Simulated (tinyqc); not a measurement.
Inside a calculation: Brillouin zone and empty-lattice bands of the hcp structure. Values are carried at full precision from step to step, so a last printed digit may differ when a step is redone from the rounded ones.

Primitive vectors a1 = a (1,0,0), a2 = a (-1/2, sqrt3/2, 0), a3 = (0,0,c); atoms at 0 and a1/3 + 2 a2/3 + a3/2. Reciprocal vectors obey a_i.b_j = 2 pi delta_ij; k is given in units of 2 pi/a. Empty-lattice levels are c0 (2 pi/a)^2 |k + G|^2, c0 = hbar^2/2m0. Points: M = (1/2, 1/(2 sqrt3), 0), K = (2/3, 0, 0), A = (0, 0, a/2c), L = M + A, H = K + A.

Constants: hbar^2/2m0 = 3.80998211 eV angstrom^2; a0 (Bohr radius) = 0.5291772105 angstrom.

Inputs chosen for the exercise (lattice near that of Ru; not measured data): a = 2.715 angstrom (lattice constant); ca = 1.587 (c/a); Z = 1 (free electrons per atom); V1 = -0.49 eV (atomic form factor on the shell that bounds the zone).

## Reciprocal lattice

Give b1, b2, b3, the cell volume, the zone volume (2 pi)^3/V and the energy unit c0 (2 pi/a)^2.

b1, b2, b3 as rows (2 pi/a):
```
,1,2,3
1,1.0000,0.5774,0.0000
2,0.0000,1.1547,0.0000
3,0.0000,0.0000,0.6301
```

cell volume = 27.505 angstrom^3
zone volume = 9.0183 1/angstrom^3
energy unit = 20.4053 eV

## Shells of G and Bragg planes

List the first six shells of G with their number, the structure factor |sum over atoms of exp(i G.tau)|/(atoms per cell), and the distance |G|/2 of the Bragg plane from Gamma.

Shells:
```
|G|^2 ((2 pi/a)^2),number,structure factor,|G|/2 (2 pi/a)
0.3971,2,0.0000,0.3151
1.3333,6,0.5000,0.5774
1.5882,2,1.0000,0.6301
1.7304,12,0.8660,0.6577
2.9215,12,0.5000,0.8546
3.5735,2,0.0000,0.9452
```

The structure factor vanishes at |G|^2 = 0.397 and 3.573: no first-order gap opens on those planes.

## The free-electron sphere

n = 2 Z/V, kF = (3 pi^2 n)^(1/3), EF = c0 kF^2, rs = (3/(4 pi n))^(1/3)/a0; compare kF with |k| of the points on the zone surface.

n = 0.07271 1/angstrom^3
kF = 0.5580 2 pi/a
EF = 6.353 eV
rs = 2.809

Points:
```
point,|k| (2 pi/a),kF/|k|,lowest level (eV),levels below EF
M,0.5774,0.966,6.802,0
K,0.6667,0.837,9.069,0
A,0.3151,1.771,2.025,2
L,0.6577,0.848,8.827,0
H,0.7374,0.757,11.095,0
```

The sphere passes beyond A but not M, K, L and H: electrons spill into higher bands while the corners of the first zone stay empty. Free electrons ignore the d bands of this metal.

## Empty-lattice levels at Gamma, M and H

Give the five lowest values of |k + G|^2 with their degeneracy (spin not counted).

Levels:
```
point,|k + G|^2,degeneracy,E (eV)
Gamma,0.0000,1,0.000
Gamma,0.3971,2,8.102
Gamma,1.3333,6,27.207
Gamma,1.5882,2,32.408
Gamma,1.7304,12,35.309
M,0.3333,2,6.802
M,0.7304,4,14.904
M,1.0000,2,20.405
M,1.3971,4,28.507
M,1.9215,4,39.210
H,0.5437,6,11.095
H,1.3378,6,27.298
H,1.8770,6,38.302
H,2.6711,6,54.505
H,2.9260,6,59.706
```

The lowest level is 2-fold at M and 6-fold at H: as many zones meet there, and these are the lowest sets at these points on which a weak potential acts. On the face A-H-L of hcp the levels stay paired: the structure factor of (0001) vanishes, and without spin-orbit coupling the screw axis with time reversal keeps the pairing to all orders.

## The gap at M

At M two waves k and k - G with G = 2k are degenerate at E0. With V = |V1| x structure factor of G the levels are E0 -/+ V, and the masses normal to the face are 1/(1 -/+ 2 E0/V).

structure factor = 0.5000
E0 = 6.802 eV

levels (eV): 6.557  7.047

masses normal to the face, lower and upper (m0): -0.0183  0.0177

EF of the free sphere, 6.35 eV, lies below the gap: the surface bulges towards the face without touching it (EF = c0 (3 pi^2 n)^(2/3) for 2 electrons a cell; its shift by the potential is neglected).

## Checks

- a_i.b_j/(2 pi) against the unit matrix: they agree to 1e-10 or better.

Run: tinyqc, `OMP_NUM_THREADS=1 python tinyqc.py 1881186 1881187 out.jsonl`; Intel(R) Xeon(R) Processor @ 2.30GHz, one thread, shared host; about 0.02 s of CPU time with all checks.
